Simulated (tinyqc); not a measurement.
Junction parameters from two forward currents.

Question. D(v) = J1 (exp(v/Vt) - 1) + J2 (exp(v/(2 Vt)) - 1). Find J1, J2 and the voltage 2 Vt ln(J2/J1) near which both parts are equal.

Parameters, values chosen for the exercise:
- T = 358 K (temperature)

Constants: q = 1.602176634e-19 C, kB = 1.380649e-23 J/K, Vt = kB T/q. Results are converted to the units shown.

junction voltages (V): [0.29, 0.66]
currents (uA/um): [3.0607887e-6, 0.0028218794]

Solution. The current is linear in J1 and J2, so two points give two equations.

J1 = 8.10e-13 uA/um
J2 = 2.80e-8 uA/um
crossover = 0.645 V

Program tinyqc, `OMP_NUM_THREADS=1 python tinyqc.py 2182265 2182266 out.jsonl`; Intel Xeon 2.30GHz, shared host, one thread, about 0.2 s.
